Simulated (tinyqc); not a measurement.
MOS inversion layer, Poisson-Schroedinger loop: mixing schemes compared.

Electrons confined at an insulator interface at z = 0, treated as a hard wall; parabolic valleys, Hartree approximation, no image or exchange terms. The depletion charge lies far deeper than the electrons and gives a uniform field q Nd/(eps0 eps_r); the gate balances all charge. Energies are counted from the band edge at the interface.

V0 = q Nd z/(eps0 eps_r) in eV.

Tridiagonal Hamiltonian with psi = 0 one step beyond both ends: H_ii = C (1/m_(i-1/2) + 1/m_(i+1/2))/hz^2 + V0_i + U_i (+ dE for the set B), H_(i,i+1) = -C/(m_(i+1/2) hz^2), C = hbar^2/(2 m0). The lowest 2 level(s) of each valley set are kept, normalised to hz sum |psi|^2 = 1. The mass is the same on all intervals.

Level k holds N_k = D_k Vt ln(1 + exp((EF - E_k)/Vt)) with D = 2 md1 m0 q/(pi hbar^2) for the set A, D = 4 md2 m0 q/(pi hbar^2) for the set B per eV (spin included); EF is fixed by sum N_k = Ns.

n_i = sum_k N_k |psi_k|^2 (converted to cm^-3). Hartree part by Gauss: on the interval before node i the electrons still beyond are S_i = Ns - hz sum_(j<i) n_j, and U_i = U_(i-1) + q S_i hz/(eps0 eps_r) in eV, U_0 = 0 at the interface. Mixing: U(new) = U + a (U(out) - U).

Rounds from U = 0 until the largest |U(out) - U| is below 1e-7 eV (the round that meets it is counted). Anderson mixing of depth m keeps the last m inputs V and residuals F = V(out) - V(in), fits c by least squares to F = dF c over their successive differences dF, dV, and sets V(new) = V + a F - (dV + a dF) c.

Parameters, values chosen for the exercise; masses and permittivity close to those of silicon (100): temperature T = 200 K; relative permittivity eps_r = 11.8; mass along z of valley set A (2 valley(s)) mz1 = 0.899 m0; in-plane density-of-states mass of set A md1 = 0.189 m0; mass along z of valley set B (4 valley(s)) mz2 = 0.192 m0; in-plane density-of-states mass of set B md2 = 0.413 m0; sheet density of electrons Ns = 3.8e11 cm^-2; sheet density of depletion charge Nd = 3e12 cm^-2; extra shift of set B (strain) dE = 0.1 eV; mesh step hz = 0.76 nm.

Constants: q = 1.602176634e-19 C, kB = 1.380649e-23 J/K, hbar = 1.054571817e-34 J s, m0 = 9.1093837015e-31 kg, Vt = kB T/q, eps0 = 8.8541878128e-14 F/cm where lengths are in cm, hbar^2/(2 m0) = 0.0380998212 eV nm^2. Results are converted to the units shown.

| node | z (nm) |
|---|---|
| 1 | 0.76 |
| 2 | 1.52 |
| 3 | 2.28 |
| 4 | 3.04 |
| 5 | 3.8 |
| 6 | 4.56 |
| 7 | 5.32 |
| 8 | 6.08 |
| 9 | 6.84 |
| 10 | 7.6 |
| 11 | 8.36 |
| 12 | 9.12 |
| 13 | 9.88 |
| 14 | 10.64 |
| 15 | 11.4 |

Rounds needed:

| a | depth m | rounds |
|---|---|---|
| 1 | plain | 5 |
| 0.8 | plain | 8 |
| 0.6 | plain | 14 |
| 0.4 | plain | 23 |
| 0.2 | plain | 52 |
| 0.1 | plain | 108 |
| 0.5 | 2 | 7 |
| 0.5 | 4 | 5 |
| 0.5 | 8 | 5 |

Among the plain runs a = 1 is fastest, with 5 rounds: the response of the charge is weak enough that no damping is needed. Anderson mixing needs 5 to 7 rounds.

Numbers from tinyqc (`OMP_NUM_THREADS=1 python tinyqc.py 2160043 2160044 out.jsonl`; about 0.7 s on one thread of a shared Intel Xeon 2.30GHz).
